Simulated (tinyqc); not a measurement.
Resistance of a source-drain extension with a graded tip: two steps of the calculation.

y runs along the channel, the gate covers y > 0. The doping is N0 for y < y0 and N0 10^(-(y - y0)/la) beyond, uniform over the depth xj. Sheet conductance s(y) = q mu(N) max(N - Nch, 0) xj + (for y > 0) ma Cox Vo, with mu(N) = u0 + (u1 - u0)/(1 + (N/Nr)^au) and Cox = eps0 eox/tox. Current is taken as one-dimensional; depletion of the tip, spreading and the contact are left out. The metallurgical junction lies at yj, where N = Nch.

Parameters, values chosen for the exercise; mobility law close to that of holes in silicon:

| symbol | value | unit | meaning |
|---|---|---|---|
| eox | 22.3 |  | relative permittivity of the gate insulator (close to hafnium oxide) |
| tox | 4.5 | nm | insulator thickness |
| N0 | 9.9e19 | cm^-3 | active doping of the extension far from the gate |
| la | 2.8 | nm/decade | lateral abruptness |
| y0 | 3.4 | nm | position under the gate where the fall begins (gate edge at 0) |
| xj | 10 | nm | depth of the extension |
| Nch | 2.3e18 | cm^-3 | channel doping |
| Vo | 0.75 | V | gate overdrive |
| ma | 72 | cm^2/(V s) | mobility of the gate-induced layer |
| u1 | 470.5 | cm^2/(V s) | mobility at low doping |
| u0 | 44.9 | cm^2/(V s) | mobility at high doping |
| Nr | 2.23e17 | cm^-3 | reference doping |
| au | 0.719 |  | exponent |
| Lg | 40 | nm | gate length |

Constants: q = 1.602176634e-19 C, eps0 = 8.8541878128e-14 F/cm where lengths are in cm. Results are converted to the units shown.

Task 1. Sheet resistances and junction position. yj = y0 + la log10(N0/Nch); sheet resistance of the full extension 1/[q mu(N0)(N0 - Nch) xj] and of the gate-induced layer 1/(ma Cox Vo); metallurgical length Lg - 2 yj; ye is where the doped and the gate-induced conductances are equal.

Find: yj; sheet resistance of the extension; sheet resistance of the induced layer; metallurgical length; ye; N at ye.

Result 1.

yj = 7.9749 nm
sheet resistance of the extension = 1287.0 ohm/square
sheet resistance of the induced layer = 4220.5 ohm/square
metallurgical length = 24.050 nm
ye = 4.9389 nm
N at ye = 2.7927e19 cm^-3

The gate takes over 3.04 nm before the junction, where N is still 12.1 times the channel doping.

Task 2. Resistance of the overlapped part. Midpoint rule on 8 equal steps from 0 to yj: R_ov = sum h/s(y), per width.

Give: y; N; doped conductance; sheet resistance; R_ov.

Result 2.

```
point,y (nm),N (cm^-3),doped conductance (uS),sheet resistance (ohm/square)
0,0.4984,9.900e19,777.0,986.3
1,1.495,9.900e19,777.0,986.3
2,2.492,9.900e19,777.0,986.3
3,3.489,9.201e19,724.8,1040
4,4.486,4.053e19,335.5,1747
5,5.483,1.786e19,155.4,2549
6,6.480,7.866e18,67.23,3288
7,7.477,3.465e18,18.09,3921
```

R_ov = 15.45 ohm um

Computed by the program tinyqc: `OMP_NUM_THREADS=1 python tinyqc.py 2282168 2282169 out.jsonl`, one thread of a shared Intel Xeon 2.30GHz, about 0.03 s for the whole run.
